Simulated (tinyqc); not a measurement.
Ground states by the convex hull: cluster expansion of a binary alloy: correlations, fit, cross-validation and ground states. Computed by tinyqc, a small Python program. Command: `OMP_NUM_THREADS=1 python tinyqc.py 3024293 3024294 out.jsonl clex walk`. One thread of a shared host (Intel(R) Xeon(R) Processor @ 2.30GHz), about 0.2 s of CPU time with the checks.

s = +1 for A and -1 for B. Energy per site E = J0 + J1 P(point) + sum over clusters of m V P, with P the mean product of spins; V > 0 on a pair favours unlike neighbours. Clusters per site m: pair 1 6, pair 2 3, pair 3 12, triplet 8; the triplet is the triangle of first neighbours. Formation energies are counted from the line between pure A and pure B, which removes J0 and J1.

Inputs (values chosen for the exercise, for a model alloy): first-pair interaction V1 = 30.3 meV; second-pair interaction V2 = 5.4 meV; third-pair interaction V3 = 2 meV; triplet interaction Vt = -5.1 meV; noise amplitude = 8.1 meV/site.

Lattice: fcc.

Method:
- Design matrix of formation energies: m (P - 1) for pairs and m (P(triplet) - P(point)) for the triplet; x = (1 - P(point))/2.
- Exact: X V with V = (V1, V2, V3, Vt). The data to fit add the noise amplitude times the normal numbers, standing for what the clusters leave out.
- Leave out pair 3: A = X^T X and b = X^T E (E being the data with noise) over these three columns; solve A V = b. The root-mean-square error runs over the structures between the pure ends.
- Height above the hull = E less the lowest straight line between two structures that bracket x (or the lowest structure at the same x). The three-term fit is X V with the fitted values.

correlations P, counted on periodic cells, rows A, A3B L1_2, A3B D0_22, A3B (001) layers, A2B (001) layers, AB L1_0, AB L1_1, A2B2 (001) layers, AB2 (001) layers, AB3 L1_2, AB3 D0_22, AB3 (001) layers, B, columns point, pair 1, pair 2, pair 3, triplet:
```
[[1.00000, 1.00000, 1.00000, 1.00000, 1.00000],
 [0.50000, 0.00000, 1.00000, 0.00000, -0.50000],
 [0.50000, 0.00000, 0.66667, 0.33333, -0.50000],
 [0.50000, 0.33333, 0.66667, 0.00000, 0.50000],
 [0.33333, 0.11111, 0.55556, -0.33333, 0.33333],
 [0.00000, -0.33333, 1.00000, -0.33333, 0.00000],
 [0.00000, 0.00000, -1.00000, 0.00000, 0.00000],
 [0.00000, 0.33333, 0.33333, -0.33333, 0.00000],
 [-0.33333, 0.11111, 0.55556, -0.33333, -0.33333],
 [-0.50000, 0.00000, 1.00000, 0.00000, 0.50000],
 [-0.50000, 0.00000, 0.66667, 0.33333, 0.50000],
 [-0.50000, 0.33333, 0.66667, 0.00000, -0.50000],
 [-1.00000, 1.00000, 1.00000, 1.00000, -1.00000]]
```

standard normal numbers for the noise (0 for the pure ends): A 0.000, A3B L1_2 -2.538, A3B D0_22 -1.725, A3B (001) layers 0.121, A2B (001) layers 0.364, AB L1_0 0.899, AB L1_1 0.447, A2B2 (001) layers 1.286, AB2 (001) layers -1.116, AB3 L1_2 1.918, AB3 D0_22 1.188, AB3 (001) layers -0.642, B 0.000

X, rows A, A3B L1_2, A3B D0_22, A3B (001) layers, A2B (001) layers, AB L1_0, AB L1_1, A2B2 (001) layers, AB2 (001) layers, AB3 L1_2, AB3 D0_22, AB3 (001) layers, B, columns pair 1, pair 2, pair 3, triplet:
```
[[0.0000, 0.0000, 0.0000, 0.0000],
 [-6.0000, 0.0000, -12.0000, -8.0000],
 [-6.0000, -1.0000, -8.0000, -8.0000],
 [-4.0000, -1.0000, -12.0000, 0.0000],
 [-5.3333, -1.3333, -16.0000, 0.0000],
 [-8.0000, 0.0000, -16.0000, 0.0000],
 [-6.0000, -6.0000, -12.0000, 0.0000],
 [-4.0000, -2.0000, -16.0000, 0.0000],
 [-5.3333, -1.3333, -16.0000, 0.0000],
 [-6.0000, 0.0000, -12.0000, 8.0000],
 [-6.0000, -1.0000, -8.0000, 8.0000],
 [-4.0000, -1.0000, -12.0000, 0.0000],
 [0.0000, 0.0000, 0.0000, 0.0000]]
```

fitted V1, V2, Vt (meV): [34.6308, 5.5830, -3.2347]

exact energies (meV/site): A 0.0, A3B L1_2 -165.0, A3B D0_22 -162.4, A3B (001) layers -150.6, A2B (001) layers -200.8, AB L1_0 -274.4, AB L1_1 -238.2, A2B2 (001) layers -164.0, AB2 (001) layers -200.8, AB3 L1_2 -246.6, AB3 D0_22 -244.0, AB3 (001) layers -150.6, B 0.0

root-mean-square error of the three-cluster fit = 8.73357 meV/site

Hull among these structures (meV/site):
```
structure               x  exact E  above hull  fitted E  above hull, fit
A                  0.0000      0.0        0.00      0.00             0.00
A3B L1_2           0.2500   -165.0        0.00   -181.91             5.58
A3B D0_22          0.2500   -162.4        2.60   -187.49             0.00
A3B (001) layers   0.2500   -150.6       14.40   -144.11            43.38
A2B (001) layers   0.3333   -200.8        0.67   -192.14            25.20
AB L1_0            0.5000   -274.4        0.00   -277.05             0.00
AB L1_1            0.5000   -238.2       36.20   -241.28            35.76
A2B2 (001) layers  0.5000   -164.0      110.40   -149.69           127.36
AB2 (001) layers   0.6667   -200.8       55.07   -192.14            59.70
AB3 L1_2           0.7500   -246.6        0.00   -233.66             5.58
AB3 D0_22          0.7500   -244.0        2.60   -239.25             0.00
AB3 (001) layers   0.7500   -150.6       96.00   -144.11            95.14
B                  1.0000      0.0        0.00      0.00             0.00
```

lowest exact formation energy = -274.4 meV/site

On the exact hull: A, A3B L1_2, AB L1_0, AB3 L1_2, B. The fit finds A, A3B D0_22, AB L1_0, AB3 D0_22, B instead; its root-mean-square error is 8.73 meV. A structure at zero height may lie on a tie line without being a vertex, and structures outside this list could lie lower.

Extremes, crossings and ranges named in words are read from the listed rows.
